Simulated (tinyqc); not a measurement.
Debye-Callaway model of lattice thermal conductivity: one step, computed by the program tinyqc.

Three acoustic branches with one velocity v, cut at omega_D = k_B Theta/hbar; x = hbar omega/(k_B T). v and Theta are separate inputs: Theta cuts off the heat-carrying modes, so C need not reach 3 k_B/V. gamma is an effective value that sets the umklapp rate.

Problem. The integrand on a coarse grid. Rates: point defects A omega^4; umklapp B omega^2 T exp(-Theta/(b T)) with B = hbar gamma^2/(M v^2 Theta); normal processes f_N B omega^2 T (T/Theta)^2. Boundaries: v/L. x runs in ten equal steps to min(Theta/T, 12); g = x^4 e^x/(e^x - 1)^2; tau_C is the inverse of all rates summed; the last column is c tau_C g with c = (k_B/(2 pi^2 v)) (k_B T/hbar)^3.

Inputs (values chosen for the exercise, modelled on silicon):

| quantity | value | unit |
|---|---|---|
| sound velocity v | 6250 | m/s |
| Debye temperature Theta | 647 | K |
| mean atomic mass M | 28.09 | u |
| effective Grueneisen parameter gamma | 2.23 | - |
| umklapp exponent divisor b | 2.5 | - |
| Casimir length L | 61 | micrometre |
| normal-process factor f_N | 1.2 | - |
| temperature T | 200 | K |

Sample: crystal. Point defects: vacancies. Normal processes: included.

Rayleigh coefficient A = 1.936139e-45 s^3

Constants: k_B = 1.380649e-23 J/K; hbar = 1.054571817e-34 J s; u = 1.6605390666e-27 kg.

Give: Integrand.

Solution.

Integrand:

| x | g | tau_C (s) | c tau_C g (W/(m K)) |
|---|---|---|---|
| 0.3235 | 0.104 | 3.854e-10 | 80.33 |
| 0.6470 | 0.404 | 9.813e-11 | 79.71 |
| 0.9705 | 0.871 | 4.301e-11 | 75.29 |
| 1.2940 | 1.459 | 2.360e-11 | 69.19 |
| 1.6175 | 2.113 | 1.462e-11 | 62.09 |
| 1.9410 | 2.778 | 9.767e-12 | 54.51 |
| 2.2645 | 3.402 | 6.865e-12 | 46.92 |
| 2.5880 | 3.943 | 5.005e-12 | 39.64 |
| 2.9115 | 4.371 | 3.752e-12 | 32.95 |
| 3.2350 | 4.671 | 2.874e-12 | 26.97 |

The integrand is largest at the lowest frequency shown, whose long lifetime outweighs its small heat capacity.
